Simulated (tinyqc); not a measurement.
## Probe couplings from its potential

Question. One voltage probe p sits between leads L (mu = 1) and R (mu = 0) without magnetic field: mu_p = T_pL/(T_pL + T_pR), T_eff = T_RL + T_pL T_pR/(T_pL + T_pR). Find T_pL and T_pR.

T_RL = 0.28
mu_p = 0.44262295
T_eff = 0.43049180

Answer. T_eff - T_RL equals T_pL (1 - mu_p) and also T_pR mu_p.

T_pL = 0.2700
T_pR = 0.3400

Numbers from tinyqc (`OMP_NUM_THREADS=1 python tinyqc.py 2700004 2700005 out.jsonl`; about 0.01 s on one thread of a shared Intel Xeon 2.30GHz).
